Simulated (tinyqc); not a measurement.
What the s* orbital does: sp3s* tight binding with spin-orbit coupling.

sp3s* tight binding, nearest neighbours only: anion (a) at 0, cation (c) at a/4 (1,1,1), orbitals s, px, py, pz, s* on each; k in units of 2 pi/a. With phases e_j = exp(i (pi/2) k.n_j) for n = (1,1,1), (1,-1,-1), (-1,1,-1), (-1,-1,1): g0 = (e1+e2+e3+e4)/4, g1 = (e1+e2-e3-e4)/4, g2 = (e1-e2+e3-e4)/4, g3 = (e1-e2-e3+e4)/4. The diagonal holds the levels Esa, Epa, Exa (s*) and Esc, Epc, Exc. Anion-cation block: <sa|sc> = Vss g0; <sa|xc> = Vsapc g1; <xa|sc> = -Vscpa g1; <xa|xc> = Vxx g0; <xa|yc> = <ya|xc> = Vxy g3, <xa|zc> = <za|xc> = Vxy g2, <ya|zc> = <za|yc> = Vxy g1; <s*a|xc> = Vxapc g1; <xa|s*c> = -Vpaxc g1; y and z take g2 and g3 in place of g1; s-s* and s*-s* vanish.

Spin-orbit coupling acts within the p shell of each atom as (D/3) L.sigma, D = Da or Dc: it puts four states at Ep + D/3 and two at Ep - 2D/3.

Parameters, chosen for this exercise (near a published set for GaSb, fitted to gaps, whose masses and valley positions are rough; spin-orbit coupling, where it is added without a refit, lifts the valence top and shrinks all gaps by about a third of the splitting; shifted at random, so the results belong to these values and not to a real crystal): Esa = -7.41 eV (s level of the anion); Epa = 0.863 eV (p level of the anion); Esc = -3.86 eV (s level of the cation); Epc = 2.941 eV (p level of the cation); Exa = 6.665 eV (s* level of the anion); Exc = 5.927 eV (s* level of the cation); Vss = -6.083 eV (s-s); Vxx = 1.565 eV (px-px); Vxy = 4.094 eV (px-py); Vsapc = 4.941 eV (s anion, p cation); Vscpa = 4.649 eV (s cation, p anion); Vxapc = 4.944 eV (s* anion, p cation); Vpaxc = 4.272 eV (p anion, s* cation); Da = 0.965 eV (atomic spin-orbit splitting, anion); Dc = 0.166 eV (the same, cation).

The s* couplings Vxapc and Vpaxc are scaled by f; f = 0 is the plain sp3 model. Gaps from the top of the valence band at Gamma; the Delta value is the minimum on (x,0,0), 0.5 <= x <= 1.

Gaps (eV):
```
f      Gamma   Delta       L  x of the minimum
0.00  0.4194  2.6990  1.9743             0.500
0.25  0.4194  2.5816  1.8507             0.500
0.50  0.4194  2.2784  1.5318             0.500
0.75  0.4194  1.6951  1.1119             0.933
0.90  0.4194  1.2241  0.8418             0.863
1.00  0.4194  0.8798  0.6604             0.856
1.10  0.4194  0.5094  0.4798             0.866
```

The gap at Gamma stays, since g1 to g3 vanish there. From f = 0 to 1 the s* levels lower the Delta value by 1.819 eV and L by 1.314 eV. For f = 0, 0.25 and 0.5 the least value lies at x = 0.5, the end of the range: any valley further out lies above that value until s* has lowered it enough. The lowest of the three is Gamma at both f = 0 and f = 1.

Program tinyqc; command `OMP_NUM_THREADS=1 python tinyqc.py 1450878 1450879 out.jsonl`; about 0.2 s on one thread of a shared Intel(R) Xeon(R) Processor @ 2.30GHz.
